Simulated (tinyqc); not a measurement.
MOS structure on a p-type body with a surface-enhanced doping, non-linear Poisson equation by Newton steps: effect of the electron quasi-Fermi potential against the body on threshold, swing and body effect.

One dimension, insulator interface at x = 0, acceptor density Na + N0 exp(-x/Ls), net doping C = -(acceptor density). psi is counted from the intrinsic level: n = ni exp((psi - Vb)/Vt), p = ni exp(-psi/Vt); deep in the body psi_b = -Vt ln(Na/ni). The gate acts through Cox = eps0 eox/tox and has the potential psi_G = Vg - (phiM - chi - Vt ln(Nc/ni)). Boltzmann statistics, full ionisation, classical densities, no oxide or interface charge.

ni = sqrt(Nc Nv) exp(-Eg/(2 Vt)), Eg in volts. The Poisson equation d/dx(eps0 eps_r dpsi/dx) = -q (p - n + C), with eps0 eps_r dpsi/dx = -Cox (psi_G - psi_0) at x = 0, is solved on a mesh of about 600 nodes or more. N_inv is the integral of n less its value deep in the body. VT is the Vg at which N_inv = 2e11 cm^-2. m = 1/(dpsi_0/dVg) at N_inv = 1e8 cm^-2; the swing is the Vg between N_inv = 1e8 and 1e9 cm^-2; body coefficient [VT(Vb + 0.05 V) - VT(Vb)]/0.05 V - 1.

Values chosen for this exercise; band and dielectric values close to those of silicon: temperature T = 350 K; band gap Eg = 1.13 eV; relative permittivity eps_r = 11.9; conduction-band density of states at T Nc = 3.54e19 cm^-3; valence-band density of states at T Nv = 3.38e19 cm^-3; electron affinity chi = 3.98 eV; acceptor density deep in the body Na = 1.4e18 cm^-3; relative permittivity of the gate insulator (close to silicon dioxide) eox = 3.9; insulator thickness tox = 4.4 nm; gate work function phiM = 4.5 eV; extra acceptor density at the surface N0 = 3.8e18 cm^-3; decay length Ls = 13 nm.

Constants: q = 1.602176634e-19 C, kB = 1.380649e-23 J/K, Vt = kB T/q, eps0 = 8.8541878128e-14 F/cm where lengths are in cm. Results are converted to the units shown.

Results:

| Vb (V) | VT (V) | psi_0 - psi_b at VT (V) | m - 1 | swing (mV/decade) | body coefficient |
|---|---|---|---|---|---|
| 0 | 1.94 | 0.985 | 0.738 | 122 | 0.632 |
| 0.3 | 2.41 | 1.29 | 0.594 | 111 | 0.530 |
| 0.6 | 2.86 | 1.59 | 0.503 | 105 | 0.460 |
| 0.9 | 3.29 | 1.89 | 0.441 | 101 | 0.410 |
| 1.5 | 4.12 | 2.50 | 0.360 | 94.8 | 0.341 |
| 1.8 | 4.52 | 2.80 | 0.332 | 92.9 | 0.317 |

Estimate the missing row, Vb = 1.2 V.

Computed row:

| Vb (V) | VT (V) | psi_0 - psi_b at VT (V) | m - 1 | swing (mV/decade) | body coefficient |
|---|---|---|---|---|---|
| 1.2 | 3.71 | 2.20 | 0.395 | 97.3 | 0.372 |

With this row back in the table: As Vb goes from 0 to 1.8, VT rises from 1.94 to 4.52 V, the swing falls from 122 to 92.9 mV/decade and the body coefficient falls from 0.632 to 0.317. The swing stays within 0.69 % of m Vt ln 10, and the body coefficient within 0.11 of m - 1.

Computed by the program tinyqc: `OMP_NUM_THREADS=1 python tinyqc.py 2080043 2080044 out.jsonl`, one thread of a shared Intel Xeon 2.30GHz, about 0.5 s for the whole run.
